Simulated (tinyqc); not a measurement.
Same peak temperature, different pulse lengths: millisecond and nanosecond annealing: surface heating, thermal budget and solid-phase regrowth. Computed by tinyqc, a small Python program. Command: `OMP_NUM_THREADS=1 python tinyqc.py 3015692 3015693 out.jsonl flash walk`. One thread of a shared host (Intel(R) Xeon(R) Processor @ 2.30GHz), about 0.02 s of CPU time with the checks.

A square pulse heats the surface of a thick wafer with constant thermal properties; losses by radiation are neglected and silicon melts at 1414 C.

Inputs (values chosen for the exercise, modelled on hot silicon with phosphorus):
```
quantity,value,unit
incident fluence,26.7,J/cm^2
pulse length t_p,0.001,s
reflectance R,0.46,-
thermal conductivity k,0.3,W/(cm K)
heat capacity per volume c,2.19,J/(cm^3 K)
preheat temperature T0,500,C
dopant prefactor D0,4.07,cm^2/s
dopant activation energy E,3.66,eV
regrowth prefactor v0,4e+08,cm/s
regrowth energy E_v,2.71,eV
amorphous layer,53,nm
```

Source: flash lamp.

Constants: k_B = 8.617333262e-05 eV/K.

Method:
- Absorbed flux q = (1 - R) fluence/t_p; kappa = k/c. With f(z, t) = (2 q/k) sqrt(kappa t) ierfc(z/(2 sqrt(kappa t))), ierfc(x) = exp(-x^2)/sqrt(pi) - x erfc(x): T = T0 + f(z, t) during the pulse and T0 + f(z, t) - f(z, t - t_p) after it.
- At the surface the rise at the end of the pulse is 2 q sqrt(t_p/(pi k c)); the fluence that just melts the surface scales with (1414 - T0).
- Temperatures in kelvin are T(C) + 273.15.
- Integrate exp(-E/(k_B T(t))) at the surface from 0 to 10 t_p (Gauss-Legendre, 60 points in sqrt(t) up to t_p and 60 in sqrt(t - t_p) after it). (Dt) = D0 x integral with E; regrowth = v0 x integral with E_v; effective time = integral/exp(-E/(k_B T_peak)).
- For each t_p the flux is set so that the peak temperature stays the same: q sqrt(t_p) is fixed.

absorbed flux q = 14418 W/cm^2

kappa = 0.136986 cm^2/s

Pulses:
```
t_p (s),fluence (J/cm^2),q (W/cm^2),thermal length (um),2 sqrt(Dt) (nm),regrowth (nm)
1.00e-07,2.6700e-01,1.4418e+06,1.1704e+00,1.3456e-03,1.5058e-02
1.00e-06,8.4433e-01,4.5594e+05,3.7012e+00,4.2551e-03,1.5058e-01
1.00e-05,2.6700e+00,1.4418e+05,1.1704e+01,1.3456e-02,1.5058e+00
1.00e-04,8.4433e+00,4.5594e+04,3.7012e+01,4.2551e-02,1.5058e+01
3.00e-04,1.4624e+01,2.6324e+04,6.4106e+01,7.3700e-02,4.5173e+01
1.00e-03,2.6700e+01,1.4418e+04,1.1704e+02,1.3456e-01,1.5058e+02
3.00e-03,4.6246e+01,8.3242e+03,2.0272e+02,2.3306e-01,4.5173e+02
1.00e-02,8.4433e+01,4.5594e+03,3.7012e+02,4.2551e-01,1.5058e+03
```

What follows from these numbers?

Fluence and diffusion length grow as sqrt(t_p), regrowth as t_p. The layer of 53 nm regrows from t_p = 0.001 s on among these rows, at a diffusion length of 0.13 nm. Caution: the shortest pulses need a source absorbed within their thermal length, and the longest also heat the back of the wafer, which the thick-wafer formula leaves out.

Extremes, crossings and ranges named in words are read from the listed rows.
